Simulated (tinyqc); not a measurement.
Worked calculation: Stoner model of a band ferromagnet. Values are carried at full precision from step to step, so a last printed digit may differ when a step is redone from the rounded ones.

Density of states per atom and spin: semi-elliptic, D(e) = (8 M/(pi W^2)) sqrt(W^2/4 - e^2). Levels e -/+ I m/2 for up and down spin, m = n_up - n_down, n_up + n_down = nd. At zero temperature e(N) is the energy below which N states lie, and E(m) = sum over spins of integral e D de - I m^2/4.

Parameters, chosen for this exercise:
```
symbol  value  unit  meaning
W       5.8    eV    band width, e from -W/2 to W/2
M       5            states per atom and spin
nd      7.03         electrons per atom
I       0.74   eV    Stoner parameter
```

## The paramagnetic state and the Stoner criterion

Find EF from nd/2 states per spin, D(EF) and the product I D(EF); below 1 the susceptibility is enhanced by 1/(1 - I D).

EF = 0.9415 eV
D(EF) = 1.0382 1/eV
I D(EF) = 0.7682

The paramagnet is locally stable, with a susceptibility enhanced 4.31 times.

## Energy against moment

Tabulate the splitting that the band needs, e(n_up) - e(n_down), against I m, and E(m) - E(0), at nine moments up to saturation m_max = min(nd, 2M - nd).

Energy curve:
```
m      e(n_up) (eV)  e(n_down) (eV)  difference (eV)  I m (eV)  E - E(0) (meV)
0.000        0.9415          0.9415           0.0000    0.0000             0.0
0.371        1.1225          0.7646           0.3580    0.2747             7.7
0.743        1.3089          0.5906           0.7183    0.5494            31.0
1.114        1.5023          0.4188           1.0834    0.8242            70.7
1.485        1.7053          0.2486           1.4568    1.0989           127.8
1.856        1.9222          0.0792           1.8431    1.3736           204.3
2.228        2.1606         -0.0900           2.2506    1.6483           303.4
2.599        2.4390         -0.2594           2.6984    1.9231           430.3
2.970        2.9000         -0.4298           3.3298    2.1978           599.0
```

dE/dm is half of (difference - I m), so E falls wherever I m exceeds the difference.

## The ground state

Take the lowest of E(0), the stationary points e(n_up) - e(n_down) = I m, and saturation.

m = 0.000 muB
exchange splitting I m = 0.000 eV
E - E(0) = 0.0 meV

n_up, n_down: [3.515, 3.515]

The ground state is not magnetic.

## Checks

- States in the band over M against 1: both 1.000000.

Program tinyqc; command `OMP_NUM_THREADS=1 python tinyqc.py 1680035 1680036 out.jsonl`; about 0.2 s on one thread of a shared Intel(R) Xeon(R) Processor @ 2.30GHz.
